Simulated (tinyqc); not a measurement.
# CMOS latch-up, two-transistor model: effects of single changes

A parasitic pnp (emitter at Vdd, base shunted by Rw) and npn (emitter at ground, base shunted by Rs) feed each other: the npn collector current flows out of the pnp base node, the pnp collector current into the npn base node. Forward-active transistors with constant gains: Icn = Isn exp(Vn/Vt), Icp = Isp (exp(Vp/Vt) - 1). A current Ii is injected into the npn base node.

Values chosen for this exercise; values close to those of bulk CMOS: temperature T = 300 K; current gain of the npn bn = 4.9; current gain of the pnp bp = 1.7; saturation current of the npn at T Isn = 4e-15 A; saturation current of the pnp at T Isp = 3.5e-15 A; substrate resistance shunting the npn Rs = 1400 ohm; well resistance shunting the pnp Rw = 1100 ohm; resistance from the pnp collector to the npn base R2 = 25 ohm; base-emitter voltage in the on state Von = 0.71 V; saturation voltage Vsat = 0.16 V; supply voltage Vdd = 2.5 V.

Constants: q = 1.602176634e-19 C, kB = 1.380649e-23 J/K, Vt = kB T/q. Results are converted to the units shown.

Each table varies one quantity; the others keep the values above.

## Effect of the substrate resistance shunting the npn

Node equations: Vp/Rw + Icp/bp = Icn and Vn/Rs + Icn/bn = Icp + Ii. Loop gain G = gn gp/[(1/Rw + gp/bp)(1/Rs + gn/bn)], gn = Icn/Vt, gp = (Icp + Isp)/Vt; the off state ends where G = 1, and Ii there is the trigger current. On state with both base-emitter voltages at Von: npn base current Ib = (Von/Rs + bp Von/Rw)/(bn bp - 1), holding current Ih = (bn + 1) Ib + Von/Rs, holding voltage Vh = Vsat + Von + R2 (Ib + Von/Rs).

Effect of the substrate resistance shunting the npn:

| Rs (ohm) | Vn at trigger (V) | trigger current (mA) | Ih (mA) | Vh (V) |
|---|---|---|---|---|
| 140 | 0.6624 | 4.823 | 10.04 | 1.018 |
| 270 | 0.6617 | 2.546 | 5.629 | 0.9485 |
| 520 | 0.6612 | 1.368 | 3.348 | 0.9125 |
| 1000 | 0.6610 | 0.7575 | 2.165 | 0.8939 |
| 1900 | 0.6608 | 0.4445 | 1.558 | 0.8844 |
| 3800 | 0.6607 | 0.2706 | 1.220 | 0.8791 |
| 7300 | 0.6606 | 0.1872 | 1.059 | 0.8765 |
| 14000 | 0.6606 | 0.1439 | 0.9747 | 0.8752 |

Read the table: what changes, and by how much?

As Rs goes from 140 to 14000 ohm, the trigger current falls from 4.82 to 0.144 mA, Ih falls from 10.0 to 0.975 mA and Vh falls from 1.02 to 0.875 V. Vh exceeds the supply Vdd = 2.5 V, which then cannot sustain a latched state, in 0 of the 8 rows.

## Effect of the current gain of the pnp

Same model as above.

Effect of the current gain of the pnp:

| bp | Vn at trigger (V) | trigger current (mA) | Ih (mA) | Vh (V) |
|---|---|---|---|---|
| 0.22 | 0.6915 | 0.5965 | 49.61 | 1.091 |
| 0.39 | 0.6633 | 0.5731 | 5.422 | 0.9035 |
| 0.68 | 0.6616 | 0.5703 | 2.901 | 0.8928 |
| 1.2 | 0.6610 | 0.5691 | 2.057 | 0.8892 |
| 2.2 | 0.6608 | 0.5685 | 1.670 | 0.8876 |
| 3.8 | 0.6606 | 0.5682 | 1.498 | 0.8869 |
| 6.8 | 0.6606 | 0.5680 | 1.401 | 0.8865 |
| 12 | 0.6605 | 0.5679 | 1.350 | 0.8862 |

Read the table: what changes, and by how much?

As bp goes from 0.22 to 12, the trigger current falls from 0.596 to 0.568 mA, Ih falls from 49.6 to 1.35 mA and Vh falls from 1.09 to 0.886 V. Vh exceeds the supply Vdd = 2.5 V, which then cannot sustain a latched state, in 0 of the 8 rows. For bp = 0.12 the product of the gains is about one or less, so there is no latched state.

Program tinyqc, `OMP_NUM_THREADS=1 python tinyqc.py 2670028 2670029 out.jsonl`; Intel Xeon 2.30GHz, shared host, one thread, about 0.04 s.
